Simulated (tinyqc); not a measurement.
What a faster ramp buys: rapid thermal processing of a wafer: radiative balance, ramp and cooling, pattern effects, pyrometer error and spike budget. Computed by tinyqc, a small Python program. Command: `OMP_NUM_THREADS=1 python tinyqc.py 3111117 3111118 out.jsonl rtp walk`. One thread of a shared host (Intel(R) Xeon(R) Processor @ 2.30GHz), about 0.04 s of CPU time with the checks.

The wafer is opaque and uniform through its thickness unless said otherwise; temperatures in formulas are in kelvin (C + 273.15). sigma = 5.670374419e-12 W/(cm^2 K^4).

Inputs (values chosen for the exercise, modelled on a hot silicon wafer):
```
quantity,value,unit
wafer thickness d,775,micrometre
heat capacity per volume C,2.29,J/(cm^3 K)
thermal conductivity k,0.3,W/(cm K)
emissivity eps of each face,0.69,-
reflectivity of the chamber walls r,0.13,-
"gas heat-transfer coefficient h, both faces together",7.1,mW/(cm^2 K)
wall temperature T_w,700,K
process temperature,1140,C
starting temperature,450,C
ramp rate,28,K/s
activation energy of the process E_a,1.24,eV
```

Constants: k_B = 8.617333262e-05 eV/K.

Method:
- Effective emissivity between parallel grey plates: eps_eff = 1/(1/eps + 1/(1 - r) - 1). Loss per area q(T) = 2 eps_eff sigma (T^4 - T_w^4) + h (T - T_w).
- Absorbed power during a ramp = q(T) + C d x ramp rate; thermal time constant tau = C d/(dq/dT), dq/dT = 8 eps_eff sigma T^3 + h; natural cooling rate q/(C d); front-to-back difference under one-sided heating at the end of the ramp = (absorbed power) d/(2 k).
- Cooling with the lamps off: C d dT/dt = -q(T), integrated adaptively (relative tolerance 1e-10).
- Spike anneal: linear ramp to the peak, then lamps off. Equivalent time at the peak = int exp(-(E_a/k_B)(1/T - 1/T_peak)) dt; estimate (k_B T^2/E_a)(1/ramp rate + 1/cooling rate). The ramp part uses 4000 trapezoid steps, the cooling part 4000 steps over 4 tau.

time constant tau = 2.03584 s

holding power q = 31.6498 W/cm^2

natural cooling rate = 178.334 K/s

Against the ramp rate:
```
ramp (K/s),ramp part (s),cooling part (s),total (s),power at the peak (W/cm^2)
10,11.739,0.93985,12.679,33.42
25,4.696,0.93985,5.636,36.09
50,2.348,0.93985,3.288,40.52
100,1.174,0.93985,2.114,49.40
250,0.470,0.93985,1.409,76.02
500,0.235,0.93985,1.175,120.39
1000,0.117,0.93985,1.057,209.12
```

From 10 to 100 K/s the total falls by a factor 6.0, from 100 to 1000 K/s by 2.00: the cooling part, 0.940 s, is a floor, and the natural cooling rate here is 178 K/s.

Extremes, crossings and ranges named in words are read from the listed rows.
